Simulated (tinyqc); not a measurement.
Gap voltage and exponent from three temperatures.

Inverse problem. At constant current VBE(T) = Vg0 - a T - eta (kB T/q) ln T, where a is a constant. Find Vg0, eta and dVBE/dT at the middle temperature.

Constants: q = 1.602176634e-19 C, kB = 1.380649e-23 J/K. Results are converted to the units shown.

T (K): [273, 300, 390]
VBE at a constant current (V): [0.8245083535, 0.7800781028, 0.6268587741]

Solution. The relation is linear in Vg0, a and eta, so three points give a linear system; the slope is (VBE - Vg0 - eta kB T/q)/T. eta rests on the curvature of VBE(T) alone, so real fits need accuracy of some tens of microvolts or better.

Vg0 = 1.185 V
eta = 3.600
dVBE/dT = -1.660 mV/K

tinyqc, about 0.02 s, one thread, Intel Xeon 2.30GHz (shared host): `OMP_NUM_THREADS=1 python tinyqc.py 2062077 2062078 out.jsonl`
